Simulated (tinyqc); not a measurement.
From step (C_lf - C_hf)/C_hf back to trap density N_t: admittance spectroscopy and thermally stimulated current of one trap level in a depletion layer. Computed by tinyqc, a small Python program. Command: `OMP_NUM_THREADS=1 python tinyqc.py 3111180 3111181 out.jsonl admit inv`. One thread of a shared host (Intel(R) Xeon(R) Processor @ 2.30GHz), about 0.02 s of CPU time with the checks.

A Schottky junction on n-type material holds one donor-like electron trap; shallow donors are fully ionised and abrupt depletion edges are assumed.

Inputs (values chosen for the exercise, modelled on n-type germanium): dielectric constant eps = 15.9; density-of-states mass m = 0.559 m_0; shallow doping N = 3.9e+16 1/cm^3; trap depth E_t below the band = 0.151 eV; capture cross section sigma = 2.6e-16 cm^2; band bending V_b = 0.48 V; test frequency f = 2000 Hz.

Constants: k_B = 1.380649e-23 J/K; m_0 = 9.1093837015e-31 kg; h = 6.62607015e-34 J s; k_B = 8.617333262e-05 eV/K; eps_0 = 8.8541878128e-12 F/m; e = 1.602176634e-19 C.

Method:
- N_c = 2 (2 pi m k_B T/h^2)^(3/2), v_th = sqrt(3 k_B T/m), emission rate e_n = sigma v_th N_c exp(-E_t/(k_B T)).
- Where the level crosses the Fermi level capture equals emission, so the trap follows the signal with the rate 2 e_n; G/omega peaks at omega = 2 e_n (the correction for large N_t/N is left out).
- Solve 2 e_n(T_p) = 2 pi f.
- With E_c - E_F = k_B T_p ln(N_c/N): lambda = sqrt(2 eps eps_0 (E_t - (E_c - E_F))/(e^2 N)); traps are empty and charged for x < x_t = w - lambda, and V_b = e (N w^2 + N_t x_t^2)/(2 eps eps_0). High frequency: C_hf = eps eps_0/w. Low frequency: C_lf = eps eps_0 (N + N_t)/(N w + N_t x_t).

Question. A run gave the result below. Find the trap density N_t, known to lie between 1.3e+15 and 2.6e+15 1/cm^3.

step (C_lf - C_hf)/C_hf = 0.0203816

Answer.

Each step takes the trial c = (a f_b - b f_a)/(f_b - f_a), f being the result less the target and a, b, c the logarithms of the listed values; c replaces end b, the old b replaces a if the sign of f changed, and otherwise f_a is halved.

Scan of the range:
```
trap density N_t (1/cm^3)  step (C_lf - C_hf)/C_hf
1.30e+15                                 0.0153711
1.46e+15                                 0.0172360
1.64e+15                                 0.0193272
1.84e+15                                 0.0216422
2.06e+15                                 0.0241785
2.32e+15                                 0.0271622
2.60e+15                                 0.0303591
```

False position (Illinois rule, in the logarithm of the input) inside the bracket:
```
step        end a        end b        trial  step (C_lf - C_hf)/C_hf
1     1.64000e+15  1.84000e+15  1.72825e+15                0.0203497
2     1.84000e+15  1.72825e+15  1.73092e+15                0.0203807
3     1.84000e+15  1.73092e+15  1.73108e+15                0.0203825
4     1.73092e+15  1.73108e+15  1.73100e+15                0.0203816
```

Step (C_lf - C_hf)/C_hf rises at every point of a 13-point scan of the range (every second point is shown), so one value fits; it is bracketed by 1.64e15 and 1.84e15. Answer: trap density N_t = 1.731e15 1/cm^3.
